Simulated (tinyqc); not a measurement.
Equal layers of growing thickness: short-period [001] superlattice in sp3s* tight binding.

Planes alternate anion, cation along [001], a/4 apart; at zero in-plane momentum s, pz, s* form one block. All levels of A are shifted so that its Ev (lower root of [[Epa, Vxx], [Vxx, Epc]]) is 0, and those of B so that its Ev is -dEv. A monolayer is an anion plane and the cation plane above it; an anion between unlike cations takes the mean of the two anion levels; each bond takes the couplings of its cation. Block from an anion to the cation above: U with Vss/2 (s,s), Vsapc/2 (s,z), -Vscpa/2 (z,s), Vxx/2 (z,z), Vxapc/2 (s*,z), -Vpaxc/2 (z,s*); to the cation below: the same with the s-z and s*-z signs reversed. The cell of n + m monolayers is closed with the phase exp(2 pi i q). No spin-orbit coupling. In this block 2 (n + m) levels are filled.

For the two lowest empty levels at q = 0: energy, share of the cation weight on A, and Gamma character, the share of the cation amplitudes with Fourier index |j|/(n + m) < 1/4 along the stack (near 1: Gamma-like, near 0: folded from X).

Parameters, chosen for this exercise (A near a published set for GaAs, B for AlAs; shifted at random, so the results belong to these values and not to a real crystal):
- pA = (-8.327, 1.041, -2.655, 3.664, 8.573, 6.721, -6.455, 1.951, 5.083, 4.491, 5.789, 4.829, 4.796) eV (order Esa, Epa, Esc, Epc, Exa, Exc, Vss, Vxx, Vxy, Vsapc, Vscpa, Vxapc, Vpaxc)
- pB = (-7.512, 0.985, -1.161, 3.593, 7.464, 6.721, -6.655, 1.88, 4.282, 5.122, 5.486, 4.533, 5.007) eV (the same for B)
- dEv = 0.52 eV (valence offset: Ev(B) lies this far below Ev(A))
- a = 5.649 angstrom (lattice constant, taken common; strain is left out)

n = m.

Lowest empty levels:
```
n = m  layer (angstrom)  E1 (eV)  on A  Gamma  E2 (eV)  on A  Gamma
2                   5.6   1.8834  0.42   0.04   1.9556  0.68   0.89
3                   8.5   1.8478  0.17   0.00   1.9202  0.75   0.94
4                  11.3   1.8062  0.13   0.05   1.8940  0.76   0.95
6                  16.9   1.7704  0.08   0.05   1.8197  0.84   0.95
8                  22.6   1.7535  0.69   0.72   1.7643  0.33   0.37
10                 28.2   1.7127  0.95   0.99   1.7573  0.01   0.00
12                 33.9   1.6813  0.97   0.99   1.7532  0.01   0.00
14                 39.5   1.6583  0.98   1.00   1.7493  0.00   0.00
18                 50.8   1.6278  0.99   1.00   1.7463  0.00   0.00
```

At zero in-plane momentum (the in-plane X valleys are left out) the lowest level is X-like for n = 2, 3, 4 and 6 and Gamma-like for the others (a Gamma weight between about 0.35 and 0.65 marks an even mixture, at the crossover). Thin layers push the light Gamma electron up past the heavy X electron, whose share on A runs from 0.08 to 0.42, so for n = 3, 4 and 6 it lies apart from the holes in A (type II); the crossover lies between n = 6 and 8. The crossover moves with dEv and with the electron mass, which this model makes too heavy, so it comes at thinner layers than in the real system. At n = 18 the lowest level lies 0.070 eV above the lowest bulk edge of the two crystals, with 99 % of its cation weight on A.

tinyqc: `OMP_NUM_THREADS=1 python tinyqc.py 1480558 1480559 out.jsonl`; about 0.4 s, one thread, shared Intel(R) Xeon(R) Processor @ 2.30GHz.
